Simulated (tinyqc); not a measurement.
Inductance and parasitic capacitance from two readings.

Inverse problem. A loss-free coil L in parallel with C shows the apparent inductance L/(1 - w^2 L C), w = 2 pi f. Find L, C and the self-resonance 1/(2 pi sqrt(L C)).

apparent inductance at 6.1 and 11 GHz (nH): [3.1541587, 6.0650717]

Solution. The inverse of the reading is 1/L - w^2 C, a straight line in w^2.

L = 2.60 nH
C = 46.0 fF
self-resonance = 14.6 GHz

Program tinyqc, `OMP_NUM_THREADS=1 python tinyqc.py 2302075 2302076 out.jsonl`; Intel Xeon 2.30GHz, shared host, one thread, about 0.01 s.
